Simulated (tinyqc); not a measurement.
# Changing the share s of P screened by trapped charge

Model: switching kinetics of a ferroelectric film and the memory window of a ferroelectric gate stack. Computed by tinyqc, a small Python program. Command: `OMP_NUM_THREADS=1 python tinyqc.py 3007338 3007339 out.jsonl feswitch sweep`. One thread of a shared host (Intel(R) Xeon(R) Processor @ 2.30GHz), about 0.01 s of CPU time with the checks.

Fields in MV/cm; 1 microcoulomb/cm^2 over eps_0 is 11.29409 MV/cm. In the stack (metal, ferroelectric, interlayer, channel) the channel is taken as a conductor.

Inputs (values chosen for the exercise, for a model hafnia-based film):
```
quantity,value,unit
saturation polarisation P_s,33,microcoulomb/cm^2
ratio P_r/P_s,0.81,-
coercive field E_c,1,MV/cm
permittivity of the ferroelectric eps_F,34,-
thickness t_F,9.8,nm
permittivity of the interlayer eps_I,5.5,-
interlayer thickness t_I,0.96,nm
pulse height V,3.8,V
breakdown field of the interlayer,18,MV/cm
```

Method:
- Saturated branches: P(E) = P_s tanh[(E -/+ E_c)/(2 delta)], delta = E_c/ln[(1 + P_r/P_s)/(1 - P_r/P_s)]; D = P + eps_0 eps_F E.
- At threshold the channel charge is negligible, so D = 0 on each branch: (1 - s) P(E) + eps_0 eps_F E = 0, with the screened share s. The rising branch has the root E0 between 0 and E_c; window = 2 E0 t_F; its upper bound is 2 E_c t_F.
- Series stack: V = E_F t_F + E_I t_I and eps_I E_I = eps_F E_F + (1 - s) P/eps_0. Before switching P = -P_r, after it P = +P_s; in retention V = 0 and P = +P_r.

One run for each value:
```
share s of P screened by trapped charge,memory window (V),depolarising field over E_c,E_I after switching (MV/cm),fixed-charge estimate 2 (1 - s) P_r t_F/(eps_0 eps_F) (V)
0.47,1.6986,1.7749,37.299,9.2237
0.56,1.6528,1.4735,33.500,7.6574
0.65,1.5873,1.1721,29.702,6.0911
0.73,1.4999,0.9042,26.325,4.6988
0.82,1.3343,0.6028,22.527,3.1326
0.90,1.0406,0.3349,19.150,1.7403
0.99,0.1664,0.0335,15.352,0.1740
```

Over the rows, memory window (V) falls from 1.70 to 0.166; depolarising field over E_c falls from 1.77 to 0.0335; E_I after switching (MV/cm) falls from 37.3 to 15.4. Screening from 0.47 to 0.99 cuts the depolarising field by a factor 53.0 and the window by 10.2: the field is linear in the unscreened charge, while the window saturates towards 2 E_c t_F when that charge is large. Left out: 0.300, 0.390 (the pulse cannot drive the film).

Caution (rows 0.470, 0.560, 0.650, 0.730, 0.820, 0.900): the interlayer field exceeds its breakdown field, so charge injection would change the fields. Caution (rows 0.470, 0.560, 0.650): E_F after switching lies below E_c, so switching stalls before P_s and that state is not reached. Caution (rows 0.470, 0.560, 0.650): a depolarising field above E_c switches the film back, so P_r is not held.

Extremes, crossings and ranges named in words are read from the listed rows.
